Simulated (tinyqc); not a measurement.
Gain against bias and Miller's formula: avalanche multiplication and breakdown of a junction from ionisation integrals. Computed by tinyqc, a small Python program. Command: `OMP_NUM_THREADS=1 python tinyqc.py 3027418 3027419 out.jsonl impact walk`. One thread of a shared host (Intel(R) Xeon(R) Processor @ 2.30GHz), about 0.01 s of CPU time with the checks.

Ionisation coefficients follow the local field. Position x runs through the depletion layer from the p side (x = 0), where electrons enter, to the n side (x = w), where holes enter. The built-in voltage is neglected.

Inputs (values chosen for the exercise, modelled on diamond):
```
quantity,value,unit
electron prefactor a_n,2.07e+08,1/cm
electron field b_n,7.39e+07,V/cm
hole prefactor a_p,4.92e+06,1/cm
hole field b_p,1.43e+07,V/cm
exponent c,1,-
permittivity eps,5.7,-
doping N of the lightly doped side,4e+16,1/cm^3
```

Junction: one-sided abrupt p+n.

Constants: e = 1.602176634e-19 C; eps_0 = 8.8541878128e-12 F/m.

Method:
- alpha_n = a_n exp(-(b_n/F)^c), alpha_p = a_p exp(-(b_p/F)^c).
- Field F = F_m (1 - s), w = eps eps_0 F_m/(e N), V = F_m w/2, with s = x/w (the peak lies at the p+ side).
- With Phi(x) = int_0^x (alpha_n - alpha_p) dx': 1 - 1/M_n = I_n = int_0^w alpha_n exp(-Phi) dx and M_p = M_n exp(-Phi(w)); trapezoid rule on 401 even points; breakdown at I_n = 1.
- Solve I_n(F_m) = 1.
- Miller's exponent n is defined by 1 - 1/M = (V/V_B)^n for the larger M.

breakdown voltage = 811.982 V

critical field F_m = 4.54111 MV/cm

Gain:
```
V/V_B,V (V),F_m (MV/cm),M_n,M_p,Miller exponent n
0.50,405.99,3.2110,1.0000,1.0346e+01,1.4665e-01
0.60,487.19,3.5175,1.0000,5.6552e+01,3.4926e-02
0.70,568.39,3.7994,1.0001,5.0795e+02,5.5251e-03
0.80,649.59,4.0617,1.0012,7.3876e+03,6.0666e-04
0.90,730.78,4.3081,1.0290,1.7439e+05,5.4425e-05
0.95,771.38,4.4261,1.1898,1.1382e+06,1.7129e-05
0.98,795.74,4.4955,1.9011,5.4032e+06,9.1610e-06
0.99,803.86,4.5183,3.1955,1.3165e+07,7.5580e-06
```

The larger gain starts at 10.3 and reaches 1.32e7 at 0.99. Miller's exponent runs from 7.6e-6 to 0.15, so it is not a constant: a fit holds over a narrow range only. From the first row to the last the voltage grows by a factor 1.98 and the peak field by 1.41.

Extremes, crossings and ranges named in words are read from the listed rows.
